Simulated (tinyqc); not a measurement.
# AlGaN/GaN HEMT with access regions, lumped model: several studies

A polarisation-induced electron sheet under a Schottky gate, in series with two ungated access regions and contacts. Drift law v = mu E/(1 + mu E/vs) under the gate. Currents in mA/mm, resistances in ohm mm. No self-heating, no channel-length modulation; fits for polarisation, barrier and offset are chosen for the exercise.

Inputs (values chosen for the exercise); values close to those of AlGaN/GaN structures:
- x = 0.35 (aluminium share of the barrier)
- d = 12 nm (barrier thickness)
- eps_r = 9 (relative permittivity of barrier and channel)
- mu = 1100 cm^2/(V s) (channel mobility)
- vs = 1.4e7 cm/s (saturation velocity)
- Lg = 1 um (gate length)
- Ls = 2 um (source access length)
- Ld = 8 um (drain access length)
- Rc = 0.2 ohm mm (resistance of each contact)
- ft = 0 (share of the drain-access electrons removed by traps)
- Vg = 0 V (gate voltage)

Constants: q = 1.602176634e-19 C, eps0 = 8.8541878128e-14 F/cm where lengths are in cm. Results are converted to the units shown.

Each table varies one quantity; the others keep the values above.

## Effect of the gate length

sigma = (5e13 x + 1.6e13 x^2) cm^-2, phiB = 0.84 + 1.3 x, dEc = 0.7 (1.71 x + x^2) in volts, Cb = eps0 eps_r/d, VT = phiB - dEc - q sigma/Cb, access density n0 = -Cb VT/q. Access resistance R(L, n) = L/(q mu n sqrt(1 - (I/(q n vs))^2)); Rs = Rc + R(Ls, n0), Rd = Rc + R(Ld, (1 - ft) n0). Vg' = Vg - I Rs, Vd' = Vd - I (Rs + Rd); with u = Vg' - VT, Vc = vs Lg/mu and w the smaller of Vd' and Vc [sqrt(1 + 2 u/Vc) - 1] (0 if negative), the channel gives (mu Cb/Lg)(u w - w^2/2)/(1 + w/Vc). I equals that channel current. Isat is I at Vd = 10 V, gm = dIsat/dVg, Ron the limit of Vd/I at small Vd.

The same in every row: VT (V) = -3.905; n0 (cm^-2) = 1.618e13.

Results:
```
Lg (um)  Ron (ohm mm)  Isat (mA/mm)  gm (mS/mm)
0.05            3.923          1661       413.8
0.16            3.962          1510       403.6
0.29            4.008          1400       392.9
0.52            4.088          1266       376.3
0.93            4.232          1107       351.4
1.7             4.502         918.4       314.9
3               4.958         730.6       270.4
```

Estimate the missing row, Lg = 0.09 um.

Computed row:
```
Lg (um)  Ron (ohm mm)  Isat (mA/mm)  gm (mS/mm)
0.09            3.937          1594       410.0
```

With this row back in the table: As Lg goes from 0.05 to 3 um, Ron rises from 3.92 to 4.96 ohm mm, Isat falls from 1660 to 731 mA/mm and gm falls from 414 to 270 mS/mm. The ceiling Cb vs is 930 mS/mm. In every row the power passes 5 W/mm, where self-heating, left out here, lowers the current.

## Effect of the gate voltage

Same model as above.

The same in every row: VT (V) = -3.905; n0 (cm^-2) = 1.618e13.

Result of one run:
```
Vg (V)  Ron (ohm mm)  Isat (mA/mm)  gm (mS/mm)
-2.8           5.145         192.0       258.5
```

What becomes of these results when the gate voltage Vg is changed from -2.8 to 1.5 V, all else the same?

Result of the changed run:
```
Vg (V)  Ron (ohm mm)  Isat (mA/mm)  gm (mS/mm)
1.5            4.159          1607       344.7
```

The whole series:
```
Vg (V)  Ron (ohm mm)  Isat (mA/mm)  gm (mS/mm)
-3.5           7.288         39.15       162.4
-2.8           5.145         192.0       258.5
-2.1           4.664         389.7       301.7
-1.4           4.452         610.1       326.1
-0.6           4.320         877.9       341.7
0.1            4.248          1120       348.2
0.8            4.197          1364       349.0
1.5            4.159          1607       344.7
```

As Vg goes from -3.5 to 1.5 V, Ron falls from 7.29 to 4.16 ohm mm, Isat rises from 39.1 to 1610 mA/mm and gm goes from 162 through a maximum of 349 (at Vg = 0.8 V among the rows listed) to 345 mS/mm. The ceiling Cb vs is 930 mS/mm. For Vg = -1.4 to 1.5 V the power passes 5 W/mm, where self-heating, left out here, lowers the current. At Vg = 1.5 V Vg comes within 0.2 V of phiB or passes it, so at low drain current, as for Ron, the Schottky gate would conduct.

## Effect of the barrier thickness

Same model as above.

Result of one run:
```
d (nm)  VT (V)  n0 (cm^-2)  Ron (ohm mm)  Isat (mA/mm)  gm (mS/mm)
22      -7.817    1.767e13         3.932          1699       256.3
```

What becomes of these results when the barrier thickness d is changed from 22 to 18 nm, all else the same?

Result of the changed run:
```
d (nm)  VT (V)  n0 (cm^-2)  Ron (ohm mm)  Isat (mA/mm)  gm (mS/mm)
18      -6.252    1.728e13         4.013          1495       287.5
```

The whole series:
```
d (nm)  VT (V)  n0 (cm^-2)  Ron (ohm mm)  Isat (mA/mm)  gm (mS/mm)
8       -2.340    1.455e13         4.691         703.3       390.6
11      -3.514    1.589e13         4.329         999.7       358.9
14      -4.687    1.665e13         4.148          1239       325.8
18      -6.252    1.728e13         4.013          1495       287.5
22      -7.817    1.767e13         3.932          1699       256.3
27      -9.774    1.800e13         3.867          1875       153.1
33      -12.12    1.827e13         3.816          1976       91.09
```

As d goes from 8 to 33 nm, Ron falls from 4.69 to 3.82 ohm mm, Isat rises from 703 to 1980 mA/mm and gm falls from 391 to 91.1 mS/mm. VT falls from -2.34 to -12.1 V. In every row the power passes 5 W/mm, where self-heating, left out here, lowers the current. At d = 33 nm the barrier is thick and rich enough in aluminium to relax or crack. For d = 27 to 33 nm the gated channel is not yet saturated at 10 V, because the access regions take the voltage, and gm drops.

Program tinyqc, `OMP_NUM_THREADS=1 python tinyqc.py 2570040 2570041 out.jsonl`; Intel Xeon 2.30GHz, shared host, one thread, about 0.02 s.
